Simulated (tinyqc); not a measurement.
Width of the inclusion: polytypes by hexagonality, and a cubic inclusion as a quantum well.

Gap: E3 + (Es - E3) h/hs for h up to hs, then linear from Es to E2 at h = 1. Valence top Ev2 h and polarisation P2 h, both counted from 3C; Ec = Ev + gap.

A cubic inclusion of width L = N d in the host (h = 0.5) is a well of depth V = Ec(host) - Ec(3C). Square well with mass mismatch: k tan(k L/2) = (m_w/m_b) q, k = sqrt(m_w E/c), q = sqrt(m_b (V - E)/c), c = hbar^2/2m0, lowest root. The depth of the level, V - E, is its binding, and the transition to the valence top of the host is gap(host) - (V - E). The step in polarisation gives a field |F| = |P|/(eps eps0) in a thin inclusion, eps0 = 8.8541878e-12 F/m.

Constants: hbar^2/2m0 = 3.80998211 eV angstrom^2.

Parameters, chosen for this exercise (of the order of those of SiC; the results hold for these values, not for the real material):
```
symbol  value           unit      meaning
E3      2.408           eV        gap of the cubic polytype
E2      3.312           eV        gap of 2H
Ev2     0.132           eV        valence top of 2H above that of 3C
P2      -0.0483         C/m^2     spontaneous polarisation of 2H
Es      3.288           eV        gap at the hexagonality hs
hs      0.5                       hexagonality up to which the first line holds
m       (0.307, 0.325)  m0        electron mass along c in the cubic layer and in the host
d       2.527           angstrom  thickness of a double layer
eps     10.2                      dielectric constant
```

Without the field: square well. With it, the potential inside is |F| (z - L/2), the host conduction edge lies at V - |F| L/2 on one side and V + |F| L/2 on the other, and the lowest level E_F is found by finite differences (step 0.25 angstrom, wide box, good to about 1 meV). Holes sit in the host on the high side, so the transition is gap(host) - V + E_F - |F| L/2. A dash: bound by less than 2 meV or not at all.

Results:
```
N   L (angstrom)  depth (eV)  transition (eV)  depth below the low side, with field (eV)  transition with field (eV)
1           2.53       0.104            3.184                                      0.073                       3.148
2           5.05       0.295            2.993                                      0.231                       2.922
3           7.58       0.456            2.832                                      0.360                       2.725
4          10.11       0.572            2.716                                      0.446                       2.572
6          15.16       0.713            2.575                                      0.530                       2.352
8          20.22       0.788            2.500                                      0.558                       2.189
12         30.32       0.861            2.427                                      0.568                       1.910
```

The square well binds a level even at N = 1 (104 meV), as any symmetric one-dimensional well does; the depth grows to 861 of 946 meV, and the transition tends to E3 - Ev(host) = 2.342 eV. With the field the level is bound by 2 meV or more for N = 1, 2, 3, 4, 6, 8 and 12, and the transition is lowered by 36 meV at N = 1 and 518 meV at N = 12, where |F| L/2 = 405 meV. Free carriers or surface charge screen the field and the step between the two sides, and the attraction to the hole, left out here, binds the electron further.

Run: tinyqc, `OMP_NUM_THREADS=1 python tinyqc.py 1881111 1881112 out.jsonl`; Intel(R) Xeon(R) Processor @ 2.30GHz, one thread, shared host; about 0.04 s of CPU time with all checks.
